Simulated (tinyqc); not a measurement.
# Pair-potential crystal by lattice sums, step by step

A worked calculation. Computed by tinyqc, a small Python program that keeps every step. Command: `OMP_NUM_THREADS=1 python tinyqc.py 3020979 3020980 out.jsonl pairsum walk`. One thread of a shared host (Intel(R) Xeon(R) Processor @ 2.30GHz), about 0.02 s of CPU time with the checks. Intermediate numbers are printed to about 7 digits and carried at full precision; extremes and crossings named in words are read from the listed rows.

Energy per atom E = (1/2) sum over neighbours of phi(r); d is the nearest-neighbour distance.

Inputs (values chosen for the exercise, for model atoms): well depth eps = 0.669 eV; pair minimum r0 = 3.36 angstrom; cut-off r_c/r0 = 1.76; trial neighbour distance d/r0 = 0.93; stiffness alpha r0 = 5.7.

Potential: Morse. Structure: fcc.

Constants: 1 eV/angstrom^3 = 160.2176634 GPa.

## Shell sums at the trial distance

phi0(r) = eps [exp(-2 alpha (r - r0)) - 2 exp(-alpha (r - r0))]; shifted-force cut-off: phi(r) = phi0(r) - phi0(r_c) - (r - r_c) phi0'(r_c) for r < r_c, zero beyond. Shells (distance in units of d, count): fcc 1.0000 (12), 1.4142 (6), 1.7321 (24), 2.0000 (12), 2.2361 (24), 2.4495 (8), 2.6458 (48), 2.8284 (6), 3.0000 (36), 3.1623 (24); hcp 1.0000 (12), 1.4142 (6), 1.6330 (2), 1.7321 (18), 1.9149 (12), 2.0000 (6), 2.2361 (12), 2.3805 (12), 2.4495 (6), 2.5166 (6), 2.5820 (12), 2.6458 (24), 2.7080 (6), 2.8868 (12), 3.0000 (12), 3.1091 (24), 3.1623 (12); bcc 1.0000 (8), 1.1547 (6), 1.6330 (12), 1.9149 (24), 2.0000 (8), 2.3094 (6), 2.5166 (24), 2.5820 (24), 2.8284 (24), 3.0000 (32); sc 1.0000 (6), 1.4142 (12), 1.7321 (8), 2.0000 (6), 2.2361 (24), 2.4495 (24), 2.8284 (12), 3.0000 (30), 3.1623 (24); diamond 1.0000 (4), 1.6330 (12), 1.9149 (12), 2.3094 (6), 2.5166 (12), 2.8284 (24), 3.0000 (16). Volumes per atom in d^3: fcc 0.70711, hcp 0.70711, bcc 0.76980, sc 1.00000, diamond 1.53960; hcp has the ideal c/a. Every shell inside the cut-off is summed. List each shell within the cut-off.

Shells:
```
shell  count  r (angstrom)    phi (eV)  phi' (eV/angstrom)  phi'' (eV/angstrom^2)
1         12      3.124800  -0.4085949           -1.688133               11.36638
2          6      4.419135  -0.1420329            0.284561               -0.42677
3         24      5.412312  -0.0082980            0.038232               -0.11115
```

## Energy and virial pressure

E = (1/2) sum count x phi; P = -(1/(6 Omega)) sum count x r phi', Omega = 0.707107 d^3.

energy at the trial distance = -2.977244 eV/atom

pressure at the trial distance = 62.86128 GPa

The pressure is positive, so the lattice wants to expand.

## Equilibrium

Equilibrium: dE/dd = 0 at the lowest minimum with d between 0.78 r0 and 1.45 r0; B = d^2 E''(d)/(9 Omega). Unrelaxed vacancy: removing an atom breaks its bonds (2|E|) and placing it on the surface returns |E|, so E_v = |E|.

equilibrium distance d = 3.330160 angstrom

energy per atom = -3.676272 eV

bulk modulus B = 171.6627 GPa

unrelaxed vacancy energy = 3.676272 eV

d is 0.9 % shorter than r0, because further shells pull and the first shell must push back.

## Elastic constants

At zero stress C_ijkl = (1/(2 Omega)) sum (phi'' - phi'/r) R_i R_j R_k R_l / r^2 over all neighbours, on cube axes; so C44 = C12 (Cauchy relation). C' = (C11 - C12)/2.

C11 = 233.7667 GPa

C12 = C44 = 140.6107 GPa

C' = 46.57801 GPa

C' and C44 are positive: the structure is stable against homogeneous shear.

## Ranking of structures

The formulas are those given above.

Each structure at its own equilibrium:
```
structure  neighbours  d (angstrom)  E (eV/atom)  volume (angstrom^3)   B (GPa)
fcc                12      3.330160    -3.676272             26.11442  171.6627
hcp                12      3.329478    -3.681925             26.09836  174.4444
bcc                 8      3.250048    -3.546609             26.42696  172.8263
sc                  6      3.238124    -2.233243             33.95319   84.6259
diamond             4      3.324685    -1.191560             56.57955   25.9269
```

The order is hcp < fcc < bcc < sc < diamond; hcp lies 5.7 meV below fcc. fcc (-3.676272 eV) and hcp (-3.681925 eV) share two shells and differ from the third on. Pair forces reward the number of bonds: diamond reaches only 32 % of the best binding. Caution: each structure is relaxed in d alone and may be unstable against shear; the tiny fcc-hcp difference depends on the cut-off.

Checks made by the program: virial pressure against -dE/dV (relative difference 6e-09); (C11 + 2 C12)/3 against the curvature of E(d) (relative difference 2e-10).
